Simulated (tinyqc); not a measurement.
Inside a calculation. Model: minority carriers and saturation current of a heavily doped emitter.

tinyqc, about 0.01 s, one thread, Intel Xeon 2.30GHz (shared host): `OMP_NUM_THREADS=1 python tinyqc.py 2330031 2330032 out.jsonl` Printed values are rounded.

n-type, parabolic bands, full ionisation. eta = (EF - Ec)/kB T solves N = Nc F12(eta), F12(x) = (2/sqrt(pi)) int_0^infinity sqrt(u)/(1 + exp(u - x)) du. The gap shrinks rigidly by dEg = E1 [ln(N/N0) + sqrt(ln^2(N/N0) + 0.5)], an empirical law that is here taken as the true narrowing.

Values chosen for this exercise; band and dielectric values close to those of silicon: temperature T = 300 K; band gap Eg = 1.11 eV; conduction-band density of states at 300 K Nc = 2.82e19 cm^-3; valence-band density of states at 300 K Nv = 2.62e19 cm^-3; ionised donor density N = 3.1e19 cm^-3; energy of the narrowing law E1 = 7.8 meV; density of the narrowing law N0 = 1.8e17 cm^-3; minority-hole mobility mup = 200 cm^2/(V s); Auger coefficient Cn = 2.2e-31 cm^6/s; defect lifetime ts = 0.067 us; emitter width W = 660 nm; recombination velocity at the contact S = 5000 cm/s.

Constants: q = 1.602176634e-19 C, kB = 1.380649e-23 J/K, Vt = kB T/q. Results are converted to the units shown.

Range of the model: Band tails, non-parabolic bands and incomplete ionisation are left out.

## Iteration 1: Fermi level

eta at the start (Boltzmann value) = 0.0947

Newton step on ln F12(eta) = ln(N/Nc): eta(new) = eta - ln(Nc F12/N) F12/Fm, Fm(x) = dF12/dx = (1/sqrt(pi)) int_0^infinity u^(-1/2)/(1 + exp(u - x)) du.

F12 = 0.824152
Fm = 0.641414
eta after iteration 1 = 0.464835

## Course of the iteration

Stop when eta changes by less than 1e-9.

Course of the iteration:

| iteration | eta | change |
|---|---|---|
| 1 | 0.464835 | 0.370 |
| 2 | 0.477517 | 0.0127 |
| 3 | 0.477532 | 1.55e-5 |
| 4 | 0.477532 | 2.33e-11 |

Converged in 4 iterations.

## Effective intrinsic density

converged eta = 0.477532

ni = sqrt(Nc Nv) exp(-Eg/(2 Vt)), Eg in volts; degeneracy factor g = F12(eta) exp(-eta); nie^2 = ni^2 exp(dEg/kB T) g, p0 = nie^2/N; apparent narrowing dEg + kB T ln g.

ni = 1.29028e10 cm^-3
dEg = 80.6980 meV
g = 0.681904
apparent narrowing = 70.8001 meV
nie = 5.07435e10 cm^-3
p0 = 83.0614 cm^-3

Narrowing multiplies p0 by 22.7 and degeneracy by 0.682.

## Saturation current

1/tau = Cn N^2 + 1/ts, D = mup Vt, L = sqrt(D tau); J0 = (q p0 D/L)(s + tanh(W/L))/(1 + s tanh(W/L)), s = S L/D; the share recombining inside is 1 - 1/[cosh(W/L)(1 + tanh(W/L)/s)].

tau = 4.41803 ns
L = 1511.39 nm
s = 0.146158
J0 = 239.234 fA/cm^2
share recombining inside = 76.0794 %

Bulk and contact share the loss.
